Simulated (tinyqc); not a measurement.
Stress in a transistor channel from embedded alloy regions, liners and fins, by half-space elasticity: one step, computed by the program tinyqc.

Plane strain in an isotropic half-space, the same constants everywhere; x along the channel from its centre, y downwards from the free surface; stress is positive in tension.

Problem. Misfit and the pressure on the side walls. Misfit e = beta x. A fully constrained inclusion holds the stress -p with p = E e/(1 - 2 nu); a blanket film would hold -E e/(1 - nu) in the plane.

Inputs (values chosen for the exercise, modelled on silicon): alloy fraction x = 0.19; lattice change per unit x, beta = 0.0421; Young's modulus E = 169 GPa; Poisson ratio nu = 0.21.

Stressor: Si(1-x)Ge(x) source and drain.

Give: misfit e; p; stress of a blanket film.

Solution.

misfit e = 0.007999

p = 2.3307 GPa

stress of a blanket film = -1.7112 GPa
